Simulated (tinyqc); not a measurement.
## Magnetoresistance against angle

Conductance G = G0 (1 + P1 P2 cos(phi)) at low bias, phi the angle between the magnetisations, normalised to Rp = RA/area at phi = 0.

Parameters, values chosen for the exercise: diameter Dm = 36 nm; spin polarisation of the reference layer P1 = 0.74; spin polarisation of the free layer P2 = 0.72; resistance-area product, parallel state RA = 2.2 ohm um^2.

Magnetoresistance against angle:

| phi (degree) | R (kohm) | R/Rp - 1 (%) | share of the full TMR (%) |
|---|---|---|---|
| 0 | 2.161 | 0 | 0 |
| 20 | 2.208 | 2.141 | 0.9388 |
| 45 | 2.406 | 11.33 | 4.970 |
| 70 | 2.802 | 29.65 | 13.00 |
| 90 | 3.313 | 53.28 | 23.36 |
| 110 | 4.051 | 87.44 | 38.34 |
| 135 | 5.316 | 145.9 | 63.98 |
| 160 | 6.635 | 207.0 | 90.74 |
| 180 | 7.091 | 228.1 | 100.0 |

What does the comparison show?

R rises from 2.16 to 7.09 kohm, TMR0 = 228 %. It is the conductance that follows cos(phi), so at 90 degrees R has covered only (1 - P1 P2)/2 = 23.4 % of its range.

tinyqc, about 0.01 s, one thread, Intel Xeon 2.30GHz (shared host): `OMP_NUM_THREADS=1 python tinyqc.py 2450001 2450002 out.jsonl`
